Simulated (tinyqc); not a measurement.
Thin-body film or fin with hard walls, valleys of the Ge type: one step. Subband edges. Four cases, with inputs chosen for the exercise.

Problem. The seven lowest levels of all groups together; primes mark the lighter m_z.

A film of thickness t between hard walls, flat band inside: E_n = c (n pi/t)^2/m_z above the bulk edge, c = hbar^2/2m0. Without degeneracy the sheet density is N2 exp((EF - Ec)/kB T) with N2 = sum_i g m_d/(2 pi c) kB T exp(-E_i/kB T) over n = 1 to 40 of each group; a classical film has t Nc with Nc = 2 g_all (m_dos kB T/(4 pi c))^(3/2), m_dos = (ml mt^2)^(1/3). The threshold shift is dVt = kB T ln(t Nc/N2).

Constants: hbar^2/2m0 = 3.80998211 eV angstrom^2.

Case 1.

Values chosen (out of a larger set: near those of Ge; not measured data): t = 104 angstrom (body thickness).

Valleys (masses in m0):
```
valleys g,cos^2(theta),m_z,m_1,m_2,m_d
4,0.333333,0.119916,0.082000,1.090000,0.298965
```

Case 2.

Values chosen (out of a larger set: near those of Ge; not measured data): t = 98 angstrom (body thickness).

Valleys (masses in m0):
```
valleys g,cos^2(theta),m_z,m_1,m_2,m_d
1,1.000000,1.577000,0.081000,0.081000,0.081000
3,0.111111,0.090544,0.081000,1.410778,0.338043
```

Case 3.

Values chosen (out of a larger set: near those of Ge; not measured data): t = 86 angstrom (body thickness).

Valleys (masses in m0):
```
valleys g,cos^2(theta),m_z,m_1,m_2,m_d
2,0.666667,0.227904,0.084000,0.585667,0.221802
2,0.000000,0.084000,0.084000,1.589000,0.365344
```

Case 4.

Values chosen (out of a larger set: near those of Ge; not measured data): t = 38 angstrom (body thickness).

Valleys (masses in m0):
```
valleys g,cos^2(theta),m_z,m_1,m_2,m_d
4,0.333333,0.119947,0.082000,1.101333,0.300515
```

Give: Subbands.

Solution.

Case 1.

Subbands:
```
label,valleys g,E (eV)
1,4,0.0290
2,4,0.1160
3,4,0.2609
4,4,0.4639
5,4,0.7248
6,4,1.0437
7,4,1.4206
```

The second subband, 2, lies 87.0 meV above the first, 2.9 kB T at 350 K.

Case 2.

Subbands:
```
label,valleys g,E (eV)
1,1,0.0025
2,1,0.0099
3,1,0.0223
4,1,0.0397
1',3,0.0432
5,1,0.0621
6,1,0.0894
```

The second subband, 2, lies 7.4 meV above the first, 1.1 kB T at 77 K.

Case 3.

Subbands:
```
label,valleys g,E (eV)
1,2,0.0223
1',2,0.0605
2,2,0.0892
3,2,0.2008
2',2,0.2421
4,2,0.3569
3',2,0.5447
```

The second subband, 1', lies 38.2 meV above the first, 1.5 kB T at 300 K.

Case 4.

Subbands:
```
label,valleys g,E (eV)
1,4,0.2171
2,4,0.8684
3,4,1.9539
4,4,3.4736
5,4,5.4276
6,4,7.8157
7,4,10.6380
```

The second subband, 2, lies 651.3 meV above the first, 25.2 kB T at 300 K.

Computed by tinyqc, one run a case: `OMP_NUM_THREADS=1 python tinyqc.py N N+1 out.jsonl` with N = 1251792, 1280105, 1280192, 1280858; one thread of a shared Intel(R) Xeon(R) Processor @ 2.30GHz, about 0.01 s a run at most.
